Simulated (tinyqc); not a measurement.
Time-dependent dielectric breakdown: cell percolation, Weibull statistics, area scaling and voltage extrapolation: one step, computed by the program tinyqc.

The oxide is divided into columns of area a^2, each holding m = t_ox/a cells (m is taken as continuous). A share lambda(t) = (t/t_1)^alpha of the cells is defective, and a column whose cells are all defective breaks down.

Problem. Weibull parameters from the cell model. Failure fraction F = 1 - (1 - lambda^m)^N with N = A/a^2 columns, which for small lambda^m is 1 - exp(-(t/t63)^beta) with beta = alpha m and t63 = t_1 N^(-1/beta); critical share lambda(t63) = N^(-1/m). 1 um^2 = 1e6 nm^2.

Inputs (values chosen for the exercise, for a model gate oxide): oxide thickness t_ox = 3.5 nm; defect cell size a = 1.4 nm; exponent alpha of defect growth = 0.71; time t_1 at which the occupied share would reach 1 = 5.2e+07 s; test area A = 10000 um^2.

Give: cells per column m; columns N; Weibull slope beta; characteristic life t63; critical share of defective cells.

Solution.

cells per column m = 2.5

columns N = 5.1020e+09

Weibull slope beta = 1.775

characteristic life t63 = 176.54 s

critical share of defective cells = 1.3089e-04

Times between F = 10 % and 90 % span a factor 5.68: the smaller beta = alpha m, the wider the scatter. Caution: t_1 is an input here; in a real oxide it changes with thickness at fixed voltage.
